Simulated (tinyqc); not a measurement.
Molecular dynamics of a small cluster by velocity Verlet steps: one step, computed by the program tinyqc.

E = sum_i {sum_j A exp(-p (r_ij/r0 - 1)) - xi sqrt(rho_i)}, rho_i = sum_j exp(-2 q (r_ij/r0 - 1)); the force on i is -sum_j w_ij (R_i - R_j)/r_ij with w_ij = -(2p/r0) A exp(-p (r_ij/r0 - 1)) + (xi q/r0) exp(-2 q (r_ij/r0 - 1)) (rho_i^(-1/2) + rho_j^(-1/2)).

Task: Step 1. Velocity Verlet: a = c F/M with c = 9.648533212e-3 angstrom/fs^2 per eV/(angstrom u); R(new) = R + v dt + a dt^2/2; v(new) = v + (a + a(new)) dt/2. Kinetic energy K = M v^2/(2c); temperature T = 2K/((3N - 3) k_B), rotation of the cluster included. After each step v is scaled by sqrt(1 + (dt/tau)(T0/T - 1)).

Inputs (values chosen for the exercise, for model atoms): length r0 = 2.75 angstrom; repulsion A = 0.14 eV; hopping xi = 1.51 eV; decay p = 10.3; decay q = 3.31; atomic mass M = 159 u; time step dt = 2.6 fs; target temperature T0 = 200 K; coupling time tau = 200 fs.

Potential: Gupta. Thermostat: Berendsen.

starting positions (angstrom), rows atom 1, atom 2, atom 3, atom 4, columns x, y, z:
$$\begin{pmatrix}
-0.01 & 0.01 & -0.03 \\
2.59 & -0.04 & 0.01 \\
1.3 & 2.19 & -0.02 \\
1.31 & 0.7 & 2.09
\end{pmatrix}$$

starting velocities (angstrom/fs), rows atom 1, atom 2, atom 3, atom 4, columns x, y, z:
$$\begin{pmatrix}
0.00057 & -0.00089 & -0.00013 \\
-0.00066 & -0.0004 & 0.00032 \\
-0.00056 & 0.00013 & -0.00164 \\
0.00064 & 0.00117 & 0.00145
\end{pmatrix}$$

Constants: 1 eV/(angstrom u) = 9.648533212e-03 angstrom/fs^2; k_B = 8.617333262e-05 eV/K.

Give: positions after step 1; new forces; velocities after step 1; total energy.

Result:

positions after step 1 (angstrom), rows atom 1, atom 2, atom 3, atom 4, columns x, y, z:
$$\begin{pmatrix}
-0.008 & 0.008 & -0.030 \\
2.588 & -0.041 & 0.011 \\
1.299 & 2.190 & -0.024 \\
1.312 & 0.703 & 2.093
\end{pmatrix}$$

new forces (eV/angstrom), rows atom 1, atom 2, atom 3, atom 4, columns x, y, z:
$$\begin{pmatrix}
1.175 & 0.594 & 0.506 \\
-1.157 & 0.659 & 0.427 \\
0.020 & -1.268 & 0.483 \\
-0.038 & 0.014 & -1.416
\end{pmatrix}$$

velocities after step 1 (angstrom/fs), rows atom 1, atom 2, atom 3, atom 4, columns x, y, z:
$$\begin{pmatrix}
0.000756 & -0.000798 & -0.000051 \\
-0.000843 & -0.000297 & 0.000387 \\
-0.000557 & -0.000069 & -0.001566 \\
0.000635 & 0.001173 & 0.001230
\end{pmatrix}$$

total energy = -9.607 eV
